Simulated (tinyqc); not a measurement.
## Channel mobility from two channel lengths

Question. Two power MOSFETs differ only in channel length: R_on = R_rest + Lc (Wp + a)/(2 mch Cox Vov), Cox = 3.9 eps0/tox. Find mch and R_rest.

Values chosen for this exercise: gate oxide thickness (eps_r 3.9) tox = 45 nm; gate overdrive Vov = 10 V; width of the p body in one cell, channels included Wp = 2.6 um; gap between neighbouring p bodies a = 2.9 um.

Constants: eps0 = 8.8541878128e-14 F/cm where lengths are in cm. Results are converted to the units shown.

R_on at Lc = 0.35 and 0.81 um (mohm cm^2): 3.6378210  4.6075285

Answer. R_on is a straight line in Lc; its slope gives mch and its intercept the rest.

mch = 17.0 cm^2/(V s)
R_rest = 2.90 mohm cm^2

tinyqc, about 0.01 s, one thread, Intel Xeon 2.30GHz (shared host): `OMP_NUM_THREADS=1 python tinyqc.py 2230103 2230104 out.jsonl`
